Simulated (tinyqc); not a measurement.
What each parameter does: three-band tight binding of a dichalcogenide monolayer.

Basis dz2, dxy, dx2-y2 on a triangular lattice, nearest neighbours; alpha = kx a/2, beta = sqrt3 ky a/2. h0 = e1 + 2 t0 (cos 2alpha + 2 cos alpha cos beta); h1 = -2 sqrt3 t2 sin alpha sin beta + 2i t1 (sin 2alpha + sin alpha cos beta); h2 = 2 t2 (cos 2alpha - cos alpha cos beta) + 2i sqrt3 t1 cos alpha sin beta; h11 = e2 + 2 t11 cos 2alpha + (t11 + 3 t22) cos alpha cos beta; h22 = e2 + 2 t22 cos 2alpha + (3 t11 + t22) cos alpha cos beta; h12 = sqrt3 (t22 - t11) sin alpha sin beta + 4i t12 sin alpha (cos alpha - cos beta) + i lam sz. H = [[h0, h1, h2], [., h11, h12], [., ., h22]], Hermitian; the lowest band of each spin is filled. K = (4 pi/3a, 0), M = (pi/a, pi/(sqrt3 a)).

Constants: hbar^2/2m0 = 3.80998211 eV angstrom^2.

Inputs chosen for the exercise (near a published set for monolayer WS2; shifted at random, so the results belong to these values and not to a real crystal): a = 3.191 angstrom (lattice constant); e1 = 1.143 eV (level of dz2); e2 = 2.253 eV (level of dxy and dx2-y2); t0 = -0.206 eV (hopping); t1 = 0.569 eV (hopping); t2 = 0.523 eV (hopping); t11 = 0.29 eV (hopping); t12 = 0.376 eV (hopping); t22 = -0.062 eV (hopping); lam = 0.216 eV (spin-orbit constant).

Spin up: gap at K, Ev(K) - Ev(Gamma), and masses at K by central differences along kx with step 0.002 1/angstrom, c = hbar^2/2m0.

Results for these values:
```
case  gap at K (eV)  K - Gamma (eV)  m_c (m0)  m_v (m0)
base         1.5878          0.2662     0.284     0.364
```

What happens to each result for t22 = -0.092 eV, all else kept?

Answer: gap at K falls from 1.5878 to 1.5428; K - Gamma rises from 0.2662 to 0.3112; m_c falls from 0.284 to 0.274; m_v falls from 0.364 to 0.342.

The same for each parameter in turn:
```
case             gap at K (eV)  K - Gamma (eV)  m_c (m0)  m_v (m0)
base                    1.5878          0.2662     0.284     0.364
t1 = 0.539 eV           1.5878          0.2662     0.301     0.388
t2 = 0.553 eV           1.5878          0.2662     0.266     0.329
e1 = 1.173 eV           1.6178          0.2362     0.290     0.375
t11 = 0.32 eV           1.6328          0.2212     0.293     0.380
lam = 0.246 eV          1.5578          0.2962     0.278     0.354
t22 = -0.092 eV         1.5428          0.3112     0.274     0.342
```

t1 and t2 couple dz2 to the other orbitals and vanish at K and Gamma, so only the masses feel them.

tinyqc: `OMP_NUM_THREADS=1 python tinyqc.py 1481048 1481049 out.jsonl`; about 0.01 s, one thread, shared Intel(R) Xeon(R) Processor @ 2.30GHz.
